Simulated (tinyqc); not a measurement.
Worked calculation: kinetics of strain relaxation and threading dislocations in mismatched semiconductor layers. Computed by tinyqc, a small Python program that keeps every step. Command: `OMP_NUM_THREADS=1 python tinyqc.py 3025028 3025029 out.jsonl threading walk`. One thread of a shared host (Intel(R) Xeon(R) Processor @ 2.30GHz), about 0.01 s of CPU time with the checks. Intermediate numbers are printed to about 6 digits and carried at full precision; extremes and crossings named in words are read from the listed rows.

60-degree dislocations on {111} planes of a (001) layer, isotropic elasticity. The Schmid factor is 1/sqrt(6), and a misfit segment relieves strain with b/2.

Inputs (values chosen for the exercise, modelled on Si(0.8)Ge(0.2) on Si): misfit f = 0.00868; shear modulus G = 66 GPa; Poisson ratio nu = 0.27; Burgers vector b = 3.88 angstrom; glide activation energy Q = 2.03 eV; velocity prefactor v0 = 32000 m/s per MPa; layer thickness h = 69 nm; anneal temperature T = 782 K; anneal time t = 180 s; initial thread density rho_0 = 27000 1/cm^2; multiplication constant delta = 5300 1/m; grading rate (misfit per thickness) R_f = 0.0027 1/micrometre; growth temperature of the buffer T_g = 981 K; growth rate R_g = 5.6 nm/s; reaction radius r_A = 60 nm; final thickness of a thick uniform layer H = 6.3 micrometre; aspect ratio of a trench = 2.8.

Sources: multiplication.

Constants: k_B = 8.617333262e-05 eV/K.

## Excess stress and glide velocity at the start

Excess resolved stress tau = (1/sqrt 6) [2 G (1 + nu)/(1 - nu)] (e - e_eq), e_eq = b (1 - nu/4) [ln(h/b) + 1]/(4 pi (1 + nu) h), the Matthews-Blakeslee strain of an uncapped layer; glide velocity v = v0 tau exp(-Q/(k_B T)), tau in MPa.

equilibrium strain e_eq = 0.00203080

excess stress tau = 623.374 MPa

mobility v/tau = 2.64454e-09 m/s per MPa

initial velocity = 1.64854 micrometre/s

The layer carries 4.3 times its equilibrium strain. In the anneal time a thread would run 300 micrometre at this speed.

## Relaxation in the anneal

Threads run in two directions, so de/dt = -(b/4) rho v, and they multiply as d rho/dt = delta rho v. With x = e - e_eq, x0 = f - e_eq (fully strained at t = 0) and v = m S x (m the mobility, S x = tau): rho = rho_0 + (4 delta/b)(x0 - x), so dx/dt = -k x (a - x), k = delta m S, a = x0 + b rho_0/(4 delta): a logistic law, x = a/[1 + (a/x0 - 1) exp(k a t)]. The half time is that at which x = x0/2.

strain left e = 0.00866116

share of the excess strain relieved = 0.283270 %

thread density = 129914 1/cm^2

half time = 824.140 s

The layer stays metastable: too few threads move too slowly. The misfit lines laid down are 10 micrometre apart.

## Anneal temperature

The formulas are those given above.

After the time t:
```
T (K)  first velocity (micrometre/s)  relieved (%)  threads (1/cm^2)  half time (s)
709                      7.41427e-02   5.44684e-03       2.89789e+04    1.83245e+04
736                      2.50855e-01   2.00917e-02       3.42995e+04    5.41597e+03
768                      9.51941e-01   1.09892e-01       6.69244e+04    1.42722e+03
793                      2.50366e+00   7.31028e-01       2.92588e+05    5.42656e+02
824                      7.65491e+00   5.25533e+01       1.91200e+07    1.77484e+02
844                      1.50715e+01   9.99242e+01       3.63301e+07    9.01452e+01
873                      3.80914e+01   1.00000e+02       3.63577e+07    3.56675e+01
920                      1.51188e+02   1.00000e+02       3.63577e+07    8.98631e+00
```

The half time follows exp(Q/(k_B T)), a decade for each 66 K near 824 K. Relief goes from 0.73 % at 793 K to 99.9 % at 844 K: with multiplication the onset is abrupt, after an incubation in which threads breed, and the final density is set by delta, not by rho_0. Caution: rows with more than 50 % relieved leave out blocking by crossing misfit lines, which slows real layers.

## Graded buffer

In steady grading, strain is fed at R_f R_g and relieved at (b/4) rho v. As a glide-limited estimate, the driving stress is taken as the mean stress of the strained top zone, whose depth z solves R_f z/2 = e_eq(z), with strain R_f z at the surface; tau_g = S R_f z/2 is its mean; then rho = 4 R_f R_g/(b m tau_g), m = v0 exp(-Q/(k_B T_g)), S = (1/sqrt 6) 2 G (1 + nu)/(1 - nu), e_eq(z) = b (1 - nu/4) [ln(z/b) + 1]/(4 pi (1 + nu) z).

depth z of the strained zone = 362.866 nm

stress tau_g = 45.9261 MPa

thread density of the buffer = 284754 1/cm^2

buffer thickness f/R_f = 3.21481 micrometre

Raising T_g by 50 K would lower this density by a factor 3.2: fast glide lets few threads do the work.

## Thick uniform layer and trapping in a trench

A separate case, a thick relaxed layer. Pair reactions during growth: d rho/dh = -K rho^2 with K = 2 r_A tan(psi) and threads inclined by psi = 45 degrees (the <110> lines of {111} planes), so rho = 1/(K H) for a layer that starts with far more threads than that, as highly mismatched layers do. In a trench along [110] a thread on {111} rises at 54.74 degrees across the width, and leaves through the wall below the height w tan(54.74 degrees) = sqrt(2) w; the share of threads, evenly spread over the floor, that reach the top is max(0, 1 - a/sqrt 2) for the aspect ratio a.

thread density at H = 1.32275e+08 1/cm^2

share that reaches the top = 0

The trench traps all threads that cross it; those that run along it are not trapped. Thickness alone needs 830 micrometre for 1e6 /cm^2. Caution: at this small misfit a layer may start with fewer threads than 1/(K H), which is then only an upper bound.

Checks made by the program: strain against numerical integration (relative difference below 1e-10).
